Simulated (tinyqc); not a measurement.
Inside a calculation. Model: van der Pauw, Hall and four-point-probe measurements on a doped layer.

Program tinyqc, `OMP_NUM_THREADS=1 python tinyqc.py 2850102 2850103 out.jsonl`; Intel Xeon 2.30GHz, shared host, one thread, about 0.01 s. Printed values are rounded.

A uniform n-type layer with sheet resistance Rs = 1/(q ns mu), point contacts, low field (mu B small).

Values chosen for this exercise: sheet density of the layer ns = 1e15 cm^-2; drift mobility mu = 200 cm^2/(V s); Hall factor rH = 1.18; magnetic field B = 0.3 T; current I = 50 uA; side ratio a/b of a rectangular sample with corner contacts ar = 2.19; thickness of the layer t = 560 nm.

Constants: q = 1.602176634e-19 C. Results are converted to the units shown.

## Resistances and Hall voltage

Rs = 1/(q ns mu). For a rectangle with contacts at the corners, RA = (8 Rs/pi) sum_(k>=0) ln coth((2k + 1) pi a/(2 b)) with current along a short side b and voltage along the opposite one, RB the same with a and b exchanged; Hall voltage VH = rH B I/(q ns), negative for electrons.

Rs = 31.2075 ohm/square
RA = 0.163398 ohm
RB = 40.8841 ohm
VH = -0.0110475 mV

RB/RA = 250; for a square both equal Rs ln 2/pi = 6.89 ohm.

## Starting value

z = 2 ln 2/(pi (RA + RB)), exact for RA = RB.

z at the start = 10.7503 mS

## Iteration 1: new z

The van der Pauw equation exp(-pi RA z) + exp(-pi RB z) = 1 is solved for z = 1/Rs: e1 = exp(-pi RA z), e2 = exp(-pi RB z), f = e1 + e2 - 1, f' = -pi (RA e1 + RB e2), z(new) = z - f/f'.

e1 = 0.994497
e2 = 0.251383
f = 0.245880
f' = -0.0327985 kohm
z after iteration 1 = 18.2469 mS

## Iteration 2: new z

As before.

e1 = 0.990677
e2 = 0.0959757
f = 0.0866528
f' = -0.0128358 kohm
z after iteration 2 = 24.9978 mS

## Course of the iteration

Stop when the step is below 1e-10 mS, or after 40 iterations.

Course of the iteration:

| iteration | z before the step (mS) | step (mS) |
|---|---|---|
| 1 | 10.7503 | 7.50 |
| 2 | 18.2469 | 6.75 |
| 3 | 24.9978 | 4.85 |
| 4 | 29.8474 | 1.96 |
| 5 | 31.8043 | 0.236 |
| 6 | 32.0406 | 2.95e-3 |
| 7 | 32.0435 | 4.51e-7 |
| 8 | 32.0435 | 0 |

Converged in 8 iterations.

## Sheet density, mobility and bulk values

converged z = 32.0435 mS

Rs = 1/z; Hall sheet density B I/(q |VH|); Hall mobility |VH|/(Rs B I); true values ns = rH times the Hall density, mu = Hall mobility/rH; bulk density ns/t, resistivity Rs t; correction factor F = Rs/[(pi/ln 2)(RA + RB)/2].

Rs = 31.2075 ohm/square
Hall sheet density = 8.47458e14 cm^-2
Hall mobility = 236 cm^2/(V s)
ns = 1e15 cm^-2
mu = 200 cm^2/(V s)
bulk density = 1.78571e19 cm^-3
resistivity = 0.00174762 ohm cm
F = 0.335489

Taking the mean of RA and RB without F would overstate Rs by 200 %.
